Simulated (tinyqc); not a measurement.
Polycrystalline film, grain-boundary barriers (Seto model): effect of the donor density.

One-dimensional grains of size Lg with donors N; each boundary has Qt acceptor-like traps per area at one level Et below the band edge. Trapped electrons qt deplete a width w = qt/N (both sides together) and raise a barrier Vb = q N w^2/(8 eps0 eps_r). Current crosses the barriers by thermionic emission at small bias. Abrupt depletion, full ionisation, Boltzmann statistics.

Partly depleted grains: the density at the grain centre is n0 = N and qt = Qt/(1 + 2 (Nc/N) exp((Vb - Et)/Vt)). If that gives qt >= N Lg, the grains are fully depleted: qt = N Lg, w = Lg and n0 = 2 Nc exp((Vb - Et)/Vt)/(Qt/(N Lg) - 1). Resistivity: barriers rb = Vt exp(Vb/Vt)/(q n0 vc Lg), grain interior rg = (1 - w/Lg)/(q mg N); effective mobility 1/(q N (rb + rg)).

Values chosen for this exercise; values close to those of polycrystalline silicon: temperature T = 293 K; relative permittivity of the semiconductor eps_r = 11.7; grain size Lg = 120 nm; trap density at a boundary Qt = 2.4e12 cm^-2; mobility inside a grain mg = 170 cm^2/(V s); collection velocity at the barrier vc = 4.5e6 cm/s; conduction-band density of states at T Nc = 2.7e19 cm^-3; trap level below the band edge Et = 0.48 eV.

Constants: q = 1.602176634e-19 C, kB = 1.380649e-23 J/K, Vt = kB T/q, eps0 = 8.8541878128e-14 F/cm where lengths are in cm. Results are converted to the units shown.

Effect of the donor density:
```
N (cm^-3)      w/Lg    Vb (V)  n0 (cm^-3)  resistivity (ohm cm)
1e16         1.0000  0.027839   4.7445e10              1.8526e5
2e16         1.0000  0.055677   3.0168e11                 87756
4.1e16       1.0000   0.11414   7.0915e12                 37814
8.4e16       1.0000   0.23384   2.2814e15                 13465
1.7e17      0.81462   0.31405   1.7000e17                4331.3
3.5e17      0.53833   0.28236   3.5000e17                599.65
7.1e17      0.28163   0.15677   7.1000e17                2.0810
1.4e18      0.14286  0.079538   1.4000e18              0.071132
2.9e18     0.068965  0.038398   2.9000e18              0.016392
6e18       0.033333  0.018559   6.0000e18             0.0069296
```

What does the comparison show?

As N goes from 1e16 to 6e18 cm^-3, the barrier goes from 0.0278 through a maximum of 0.314 (at N = 1.7e17 cm^-3 among the rows listed) to 0.0186 V and the resistivity falls from 1.85e5 to 0.00693 ohm cm. The grains are fully depleted in 4 of the 10 rows. The steepest fall, as N^(-8.0), lies between 3.5e17 and 7.1e17 cm^-3; N* = 2.00e17 cm^-3. The barrier grows with N while the grains are depleted and shrinks once they are not, hence the maximum. At N = 1e16, 2.9e18, 6e18 cm^-3 the barrier is under 2 Vt, where the depletion and emission pictures are rough.

Numbers from tinyqc (`OMP_NUM_THREADS=1 python tinyqc.py 2610113 2610114 out.jsonl`; about 0.01 s on one thread of a shared Intel Xeon 2.30GHz).
